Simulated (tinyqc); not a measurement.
The integration grid: Kohn-Sham LDA (VWN5) on finer and finer grids in the sto-3g basis, for BeH2, spin multiplicity 1. Computed by the program tinyqc with PySCF. Command: `OMP_NUM_THREADS=1 python tinyqc.py 113332 113333 out.jsonl`; one thread of a shared host (Intel(R) Xeon(R) Processor @ 2.60GHz), about 3 s.

Geometry (angstrom):

| atom | x | y | z |
|---|---|---|---|
| Be | 0.0000 | 0.0000 | 0.0000 |
| H | 0.0000 | 1.5060 | 0.1260 |
| H | 0.0000 | -1.5060 | 0.1260 |

Self-consistent on each grid; the net force on the molecule should vanish.

Kohn-Sham energy on Becke grids (radial x angular points per atom):

| grid | points | residual of the electron count | E (hartree) | E - finest (mhartree) | largest net force without grid terms (hartree/bohr) |
|---|---|---|---|---|---|
| 10 x 14 | 418 | 5.39e-02 | -15.460570 | -37.636818 | 8.61e-03 |
| 15 x 26 | 1166 | 1.24e-03 | -15.414671 | 8.262528 | 1.09e-03 |
| 20 x 50 | 2992 | -2.12e-04 | -15.423054 | -0.120587 | 1.55e-03 |
| 30 x 86 | 7726 | -1.77e-04 | -15.422956 | -0.023027 | 3.48e-04 |
| 50 x 194 | 29068 | -1.43e-06 | -15.422932 | 0.001120 | 3.93e-06 |
| 75 x 302 | 67870 | 3.67e-08 | -15.422933 | -0.000050 | 1.41e-07 |
| 120 x 590 | 212142 | 1.52e-10 | -15.422933 | 0.000000 | 1.40e-08 |

The energy is within 0.1 mhartree of the finest grid first at 30 x 86. The error has both signs, since quadrature is not variational. The electron count and the net force are cheap signs of a poor grid.
